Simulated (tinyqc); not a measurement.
# Joule-heated wire on a substrate, fin equation: effect of the length between the contacts

A wire of length L loses heat along itself to two contacts and sideways to the substrate: kap A theta'' - g theta + p = 0 with theta = T - T0 and p(x) = p0 exp(-((x/L - x0)/sg)^2/2). The ends are held at T0. Constant conductivity, diffusive heat flow.

The equation is solved on 800 equal steps and the peak is the largest node value. LH = sqrt(kap A/g); the share is the integral of g theta over that of p.

Inputs (values chosen for the exercise): conductivity along the wire kap = 23 W/(m K); cross-section A = 3700 nm^2; conductance per length to the substrate g = 0.71 W/(m K); thermal resistance of each contact Rc = 0 K/uW; peak heating per length p0 = 0.036 uW/nm; place of the hot spot as a share of L x0 = 0.81; width of the hot spot as a share of L sg = 0.1.

The same in every row: LH (nm) = 346.2.

Result of one run:
```
L (nm)   L/LH  peak theta (K)  peak/(p0/g)  share to the substrate (%)
450     1.300           2.444      0.04820                       10.84
```

What becomes of these results when the length between the contacts L is changed from 450 to 3000 nm, all else the same?

Result of the changed run:
```
L (nm)   L/LH  peak theta (K)  peak/(p0/g)  share to the substrate (%)
3000    8.665           28.37       0.5595                       75.34
```

The whole series:
```
L (nm)    L/LH  peak theta (K)  peak/(p0/g)  share to the substrate (%)
170     0.4910          0.3841     0.007574                       1.759
280     0.8088           1.012      0.01996                       4.593
450      1.300           2.444      0.04820                       10.84
720      2.080           5.424       0.1070                       22.81
1200     3.466           11.30       0.2230                       42.11
1900     5.488           19.13       0.3774                       60.31
3000     8.665           28.37       0.5595                       75.34
4800     13.86           37.24       0.7345                       86.54
```

As L goes from 170 to 4800 nm, the peak theta rises from 0.384 to 37.2 K and the share of heat to the substrate rises from 1.76 to 86.5 %; L/LH goes from 0.49 to 14. Where L/LH is smallest the peak reaches 0.0076 of p0/g, where it is largest 0.73.

Computed by the program tinyqc: `OMP_NUM_THREADS=1 python tinyqc.py 2520113 2520114 out.jsonl`, one thread of a shared Intel Xeon 2.30GHz, about 0.01 s for the whole run.
